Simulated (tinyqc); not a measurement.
Plane-wave Kohn-Sham cycle with exchange-only LDA in a layered model solid, step by step. One step of it, computed by the program tinyqc.

Problem. Iteration 2: levels at that k. Diagonalise the Hermitian matrix.

H (hartree), lower triangle:
```
           -2         -1         +0         +1        +2
-2   3.606903
-1  -0.282879   0.682576
+0  -0.130717  -0.282879  -0.292200
+1  -0.000163  -0.130717  -0.282879   0.682576
+2  -0.000009  -0.000163  -0.130717  -0.282879  3.606903
```

Give: eigenvalues.

Solution.

eigenvalues (hartree): -0.4706  0.6986  0.7850  3.6352  3.6385
